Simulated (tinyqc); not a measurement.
Trap and transport parameters from the curve.

Problem. A layer shows an ohmic current q n0 mu V/L, then a square law (9/8) th eps0 eps_r mu V^2/L^3 above Vx = 8 q n0 L^2/(9 th eps0 eps_r), and trap filling at V_TFL = q Nt L^2/(2 eps0 eps_r). th = y/(1 + y), y = (Nc/Nt) exp(-Et/kB T). The square-law current at V is given. Find th, n0, Nt and Et.

Parameters, values chosen for the exercise: temperature T = 300 K; relative permittivity eps_r = 23.2; mobility mu = 0.016 cm^2/(V s); thickness L = 9000 nm; band density of states Nc = 1.6e20 cm^-3; voltage V = 6.3 V.

Constants: q = 1.602176634e-19 C, kB = 1.380649e-23 J/K, Vt = kB T/q, eps0 = 8.8541878128e-14 F/cm where lengths are in cm. Results are converted to the units shown.

Mott-Gurney J = 6.8703010e-4 A/cm^2
Vx = 0.42782538 V
V_TFL = 41.065021 V

Answer. The square law gives th, Vx gives n0, V_TFL gives Nt, and th with Nt gives Et.

th = 0.341
n0 = 2.60e12 cm^-3
Nt = 1.30e15 cm^-3
Et = 0.320 eV

tinyqc, about 0.01 s, one thread, Intel Xeon 2.30GHz (shared host): `OMP_NUM_THREADS=1 python tinyqc.py 2370043 2370044 out.jsonl`
